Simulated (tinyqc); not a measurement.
Grain-boundary trapping model (Seto) of a polycrystalline semiconductor film: one step, computed by the program tinyqc. Command: `OMP_NUM_THREADS=1 python tinyqc.py 3000044 3000045 out.jsonl poly walk`. One thread of a shared host (Intel(R) Xeon(R) Processor @ 2.30GHz), about 0.01 s of CPU time with the checks.

Grains of equal size L are joined by thin boundaries with one trap level. Trapped carriers deplete a width W on each side and raise a barrier, crossed by thermionic emission. Dopants are fully ionised, statistics are non-degenerate and mu_g does not depend on T.

Question. Resistivity and effective mobility. Boundary: sigma_b = L e^2 n_0 exp(-e V_B/k_B T)/sqrt(2 pi m k_B T); rho = 1/sigma_b. Mean carrier density n_av = n_0 [(1 - 2W/L) + (2W/L) (sqrt(pi)/2) erf(y)/y], y = sqrt(e V_B/k_B T); effective mobility 1/(e n_av rho).

Inputs (values chosen for the exercise, modelled on polycrystalline ZnO):
```
quantity            value    unit
effective mass m     0.28     m_0
grain size L           25      nm
doping N          9.7e+18  1/cm^3
temperature T         400       K
```

Grain interior: neglected.

depletion width W = 0.4484535 nm

barrier V_B = 0.002126475 V

E_F = 0.01742775 eV

centre density n_0 = 9.70e+18 1/cm^3

Constants: k_B = 8.617333262e-05 eV/K; m_0 = 9.1093837015e-31 kg; k_B = 1.380649e-23 J/K; e = 1.602176634e-19 C.

Give: boundary resistivity; resistivity rho; mean carrier density; effective mobility.

Answer.

boundary resistivity = 0.0016075 ohm cm

resistivity rho = 0.0016075 ohm cm

mean carrier density = 9.6930e+18 1/cm^3

effective mobility = 400.58 cm^2/(V s)

Caution: E_F is within 2 k_B T of the band edge, so non-degenerate statistics fail, and tunnelling through so thin a barrier adds to the current. Caution: e V_B is below 2 k_B T, where the depletion approximation fails and the mean density does not balance the trapped charge. Caution: the barrier is below 2 k_B T, so scattering inside the grains, left out here, also limits the real mobility.
